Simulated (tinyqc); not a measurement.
Inside a calculation. Model: hot electrons in a saturated n-channel MOSFET, lucky-electron model.

Numbers from tinyqc (`OMP_NUM_THREADS=1 python tinyqc.py 2550103 2550104 out.jsonl`; about 0.01 s on one thread of a shared Intel Xeon 2.30GHz). Printed values are rounded.

Beyond pinch-off the lateral field grows as Esat cosh(y/l) over the velocity-saturated region (pseudo-two-dimensional model). Impact ionisation in this region gives the substrate current, which biases the body forward through Rsub. Currents are per width. Local-field laws: they overstate ionisation when the field peak is narrower than an energy relaxation length.

Inputs (values chosen for the exercise); values close to those of silicon n-channel devices:
```
symbol,value,unit,meaning
L,0.35,um,channel length
tox,8.4,nm,oxide thickness
xj,130,nm,junction depth
VT,0.43,V,threshold
mu,310,cm^2/(V s),effective mobility
vs,7.6e6,cm/s,saturation velocity
Ai,2e6,1/cm,ionisation prefactor
Bi,1.72,MV/cm,ionisation field
Rd,0,ohm um,resistance of the lightly doped drain
Rsub,24000,ohm um,substrate resistance
kb,0.33,,fall of VT per volt of forward body bias
lm,8.6,nm,hot-electron mean free path
pb,3.2,V,oxide barrier
Cg,0.0022,,prefactor of the gate current
m,3.1,,lifetime exponent
Hl,2700,s uA/um,lifetime constant
Vd,2.3,V,drain voltage
Vg,1,V,gate voltage
```

Constants: eps0 = 8.8541878128e-14 F/cm where lengths are in cm. Results are converted to the units shown.

## Length and field scales

Cox = 3.9 eps0/tox, l = sqrt(3 tox xj), Esat = 2 vs/mu.

Cox = 0.4110873 uF/cm^2
l = 57.23635 nm
Esat = 0.04903226 MV/cm
Esat L = 1.716129 V

## Iteration 1: body bias from the substrate current

Vb at the start = 0 V

Cox = 3.9 eps0/tox. Overdrive g = Vg - VT + kb Vb; Vdsat = g Esat L/(g + Esat L); Id = Cox vs (g - Vdsat); dV = Vd - Id Rd - Vdsat; Em = sqrt((dV/l)^2 + Esat^2); Isub = Id (Ai/Bi) l Em exp(-Bi/Em). Vb(new) = Rsub Isub.

Vdsat = 0.4278820 V
Id = 44.40140 uA/um
dV = 1.872118 V
Em = 0.3307402 MV/cm
Isub = 0.5389239 uA/um
Vb after iteration 1 = 0.01293417 V

## Iteration 2: body bias from the substrate current

As before.

Vdsat = 0.4302828 V
Id = 44.98487 uA/um
dV = 1.869717 V
Em = 0.3303254 MV/cm
Isub = 0.5417716 uA/um
Vb after iteration 2 = 0.01300252 V

## Course of the iteration: body bias from the substrate current

Stop when Vb changes by less than 1e-9 V, or after 60 iterations.

Course of the iteration:
```
iteration      Vb (V)  |change| (V)
1          0.01293417        0.0129
2          0.01300252       6.83e-5
3          0.01300288       3.59e-7
4          0.01300288       1.88e-9
5          0.01300288      9.88e-12
```

Converged in 5 iterations. At the end each change is about 0.0052 times the one before: linear convergence.

## Gate current, lifetime and channel shortening

Id = 44.98798 uA/um
dV = 1.869705 V
Em = 0.3303232 MV/cm
Isub = 0.5417866 uA/um

Ig = Cg Id exp(-pb/(lm Em)); lifetime tau = (Hl/Id)(Isub/Id)^(-m); length of the saturated region dL = l ln[(dV/l + Em)/Esat]. 1 year = 3.15576e7 s.

Isub/Id = 0.01204292
Ig = 1.268828 pA/um
tau = 1.693927 years
dL = 148.5390 nm

The lifetime misses ten years. Integrating Ai exp(-Bi/E) over the cosh profile gives Isub/Id = 0.0105, so the closed form is 15 % above it.
